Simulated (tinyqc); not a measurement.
# Worked calculation: FinFET, parasitic resistance, capacitance and delay

Numbers from tinyqc (`OMP_NUM_THREADS=1 python tinyqc.py 2170108 2170109 out.jsonl`; about 0.04 s on one thread of a shared Intel Xeon 2.30GHz). Printed values are rounded.

Nf fins under one contact; each has gated perimeter p = 2 Hf + Wf and cross-section A = Hf Wf; contact width Wc = Nf pf, stack height Hs = Hf. Contact length Lc = CPP - Lg - 2 Lsp, shared by two neighbouring gates. Source and drain sides are equal. The formulas are first-order estimates, not field solutions.

Inputs (values chosen for the exercise); values close to those of silicon logic devices:
- T = 300 K (temperature)
- Nf = 3 (number of fins)
- Hf = 42 nm (fin height)
- Wf = 5 nm (fin width)
- pf = 27 nm (fin pitch)
- CPP = 54 nm (contacted gate pitch)
- Lg = 12 nm (gate length)
- Lsp = 7 nm (spacer length)
- ks = 4.5 (relative permittivity of the spacer)
- Hc = 15 nm (gate height above the channel stack)
- rc = 3.8e-9 ohm cm^2 (contact resistivity)
- re = 0.00025 ohm cm (resistivity of the source-drain epitaxy)
- te = 25 nm (current-carrying depth of the epitaxy)
- rx = 0.0006 ohm cm (resistivity of the extension)
- Lov = 0.5 nm (gate overlap)
- Cinv = 2.8 uF/cm^2 (inversion capacitance)
- vx = 1.5e7 cm/s (injection velocity)
- mu = 180 cm^2/(V s) (apparent mobility)
- VT = 0.2 V (threshold at zero drain voltage)
- dl = 0.042 V/V (barrier lowering)
- n = 1.18 (subthreshold factor)
- Cw = 0.19 fF (wire load)
- Vdd = 0.75 V (supply voltage)

Constants: q = 1.602176634e-19 C, kB = 1.380649e-23 J/K, eps0 = 8.8541878128e-12 F/m, Vt = kB T/q. Results are converted to the units shown.

## Geometry and resistances

Epitaxy sheet resistance Rsh = re/te, transfer length LT = sqrt(rc/Rsh), contact Rc = [sqrt(rc Rsh)/Wc] coth(Lc/(2 LT)); extension of one fin Rx = rx Lsp/A. Effective width N p; for equal currents one side has Rc + Rx/N.

Lc = 28 nm
effective width = 267 nm
Rsh = 100 ohm
LT = 61.6441 nm
Rc = 340.839 ohm
Rx = 200 ohm
one side times effective width = 108.804 ohm um

Lc/2 is 0.23 transfer lengths, and Rc is 1.7 % above the area limit rc/(Wc Lc/2). The contact makes up 83.6 % of one side.

## Capacitances

With N fins: gate Cg = Cinv p N Lg; per side, plate Cp = ks eps0 [Wc (Hs + Hc) - N A]/Lsp, top fringe Cf = (2/pi) ks eps0 Wc ln(1 + Lg/(2 Lsp)), overlap Co = Cinv p N Lov. Cs = Cp + Cf + Co. An inverter of two such devices driving an equal one has the load CL = 2 (Cg + 2 Cs) + 4 Cs + Cw (its own drains counted twice for the Miller effect).

Cg = 89.7120 aF
Cp = 22.6939 aF
Cf = 1.27188 aF
Co = 3.738 aF
CL = 591.054 aF

The channel capacitance gives 30.4 % of CL, the parasitic parts 37.5 % and the wire 32.1 %.

## Iteration 1: fin currents at Vgs = Vdd, Vds = Vdd/2

I at the start (uA): fin 1 0, fin 2 0, fin 3 0

One fin: I = p Q vx u/(1 + |u|^1.8)^(1/1.8), Q = Cinv n Vt ln(1 + exp((Vg' - VT + dl Vd')/(n Vt))), u = Vd' mu/(vx Lg), Vg' = Vgs - v, Vd' = Vds - 2 v, with the drop on each side v = Rc (sum of I) + Rx I. I(new) = I + 0.5 (I(out) - I).

drop v (mV): fin 1 0, fin 2 0, fin 3 0
I(out) (uA): fin 1 201.322, fin 2 201.322, fin 3 201.322
I after iteration 1 (uA): fin 1 100.661, fin 2 100.661, fin 3 100.661

## Iteration 2: fin currents at Vgs = Vdd, Vds = Vdd/2

As before.

drop v (mV): fin 1 123.059, fin 2 123.059, fin 3 123.059
I(out) (uA): fin 1 123.055, fin 2 123.055, fin 3 123.055
I after iteration 2 (uA): fin 1 111.858, fin 2 111.858, fin 3 111.858

## Course of the iteration: fin currents at Vgs = Vdd, Vds = Vdd/2

Stop when the largest change of I is below 1e-6 uA, or after 80 iterations.

Course of the iteration:
```
iteration,total I (uA),largest |change| of one entry (uA)
1,301.982,101
2,335.573,11.2
3,328.253,2.44
4,330.335,0.694
5,329.773,0.187
6,329.927,0.0512
7,329.885,0.0140
8,329.897,3.81e-3
9,329.893,1.04e-3
10,329.894,2.84e-4
11,329.894,7.75e-5
12,329.894,2.11e-5
13,329.894,5.77e-6
14,329.894,1.57e-6
15,329.894,4.30e-7
```

Converged in 15 iterations. At the end each change is about 0.27 times the one before: linear convergence.

## Effective current, delay and energy

IH = I(Vdd, Vdd/2) = 329.894 uA
IL = I(Vdd/2, Vdd), solved likewise = 153.017 uA

Ieff = (IH + IL)/2, delay CL Vdd/(2 Ieff), energy CL Vdd^2, with CL the load of an inverter that drives an equal one.

Ieff = 241.455 uA
delay = 0.917955 ps
energy = 332.468 aJ

Without any series resistance Ieff would be 416 uA, so the resistances cost 42.0 %.
